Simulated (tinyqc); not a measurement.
Which input was changed? Model: grain-boundary trapping model (Seto) of a polycrystalline semiconductor film. Computed by tinyqc, a small Python program. Command: `OMP_NUM_THREADS=1 python tinyqc.py 3013098 3013099 out.jsonl poly which`. One thread of a shared host (Intel(R) Xeon(R) Processor @ 2.30GHz), about 0.05 s of CPU time with the checks.

Grains of equal size L are joined by thin boundaries with one trap level. Trapped carriers deplete a width W on each side and raise a barrier, crossed by thermionic emission. Dopants are fully ionised, statistics are non-degenerate and mu_g does not depend on T.

Inputs (values chosen for the exercise, modelled on polycrystalline silicon):

| quantity | value | unit |
|---|---|---|
| permittivity eps | 11.7 | - |
| effective mass m | 0.41 | m_0 |
| effective density of states at 300 K, N_c | 2.1e+19 | 1/cm^3 |
| grain size L | 380 | nm |
| trap density Q_t | 5.2e+12 | 1/cm^2 |
| trap level E_t below the band edge | 0.27 | eV |
| doping N | 1.5e+16 | 1/cm^3 |
| temperature T | 300 | K |

Grain interior: neglected.

Constants: k_B = 8.617333262e-05 eV/K; e = 1.602176634e-19 C; eps_0 = 8.8541878128e-12 F/m; m_0 = 9.1093837015e-31 kg; k_B = 1.380649e-23 J/K.

Method. N_c(T) = N_c (T/300 K)^(3/2). Filled traps Q = Q_t/(1 + (1/2) exp((E_t* - E_F)/k_B T)), where E_t* = e V_B - E_t and E_F are counted from the band edge at the grain centre. Partial depletion: Q = 2 N W, V_B = e N W^2/(2 eps eps_0), E_F = k_B T ln(N/N_c); solve for W. If that W would exceed L/2 the grain is fully depleted: W = L/2, Q = N L, and E_F follows from the trap equation. Centre density n_0 = N_c exp(E_F/k_B T). Boundary: sigma_b = L e^2 n_0 exp(-e V_B/k_B T)/sqrt(2 pi m k_B T); rho = 1/sigma_b. Mean carrier density n_av = n_0 [(1 - 2W/L) + (2W/L) (sqrt(pi)/2) erf(y)/y], y = sqrt(e V_B/k_B T); effective mobility 1/(e n_av rho).

Question. One of these inputs alone was changed, within the range given: grain size L (190 to 760); trap density Q_t (2.6e+12 to 1.04e+13); trap level E_t below the band edge (0.135 to 0.54); permittivity eps (5.85 to 23.4). Which one, and to what value?

Results:

| run | resistivity rho (ohm cm) | mean carrier density (1/cm^3) | effective mobility (cm^2/(V s)) |
|---|---|---|---|
| before | 44.33681 | 8.807691e+15 | 15.98318 |
| after | 53.65601 | 7.506123e+15 | 15.49728 |

Answer.

Each candidate set to reproduce resistivity rho, and what it then gives:

| candidate | range searched | value needed | mean carrier density (1/cm^3) | effective mobility (cm^2/(V s)) |
|---|---|---|---|---|
| grain size L (nm) | 190 to 760 | 314.0 | 7.5061e+15 | 15.497 |
| trap density Q_t (1/cm^2) | 2.6e+12 to 1.04e+13 | 6.308e12 | 8.6693e+15 | 13.418 |
| trap level E_t below the band edge (eV) | 0.135 to 0.54 | 0.2753 | 8.6693e+15 | 13.418 |
| permittivity eps | 5.85 to 23.4 | 7.951 | 9.7812e+15 | 11.893 |

Only grain size L fits every result: it went from 380 to 314 nm. The next best candidate, trap level E_t below the band edge, misses one result by 15 %.
